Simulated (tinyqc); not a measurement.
Valley-orbit splitting of a donor ground state, with strain: one step, computed by the program tinyqc.

The basis is the 1s envelope in each valley; energies are counted from the unstrained conduction-band edge. The strain is e_s (a a^T - 1/3) for the unit stress axis a, so valley j along n_j moves by Xi_u e_s w_j with w_j = (n_j.a)^2 - 1/3: +1/3 for [111] and [-1-11], -1/3 for the others.

Task: Populations and ionisation. H_jj = -(E_0 + Lambda) + Xi_u e_s w_j; H_jk = -Delta_1 between any two valleys. z = sum over levels of exp(-(E - E_ground)/k_B T), the ground-state share being 1/z; N_c = 2 (2 pi m_e k_B T/h^2)^(3/2) sum_j exp(-(shift_j - lowest shift)/k_B T); n1 = N_c/(2 z) exp(-binding/k_B T), binding = lowest shift - E_ground; without compensation n = 2 N_D/(1 + sqrt(1 + 4 N_D/n1)) (Boltzmann statistics; p and higher states left out).

Inputs (values chosen for the exercise, modelled on donors in germanium):
```
quantity                                   value   unit
single-valley binding energy E_0            9.55    meV
central-cell shift Lambda                    1.1    meV
coupling Delta_1                            0.63    meV
shear deformation potential Xi_u            16.7     eV
shear strain e_s                          0.0011      -
temperature T                                200      K
donor density N_D                          6e+15  cm^-3
density-of-states mass of one valley m_e   0.215    m_0
```

Valleys: four along <111>. Stress axis: [110].

Constants: k_B = 8.617333262e-05 eV/K; m_0 = 9.1093837015e-31 kg; k_B = 1.380649e-23 J/K; h = 6.62607015e-34 J s.

Give: partition sum z; share of neutral donors in the ground state; N_c; n1; free electrons n.

Result:

partition sum z = 2.860

share of neutral donors in the ground state = 0.3496

N_c = 4.062e+18 cm^-3

n1 = 3.663e+17 cm^-3

free electrons n = 5.905e+15 cm^-3

Caution: k_B T exceeds a third of E_0, so the p and higher states, left out, hold part of the bound electrons.
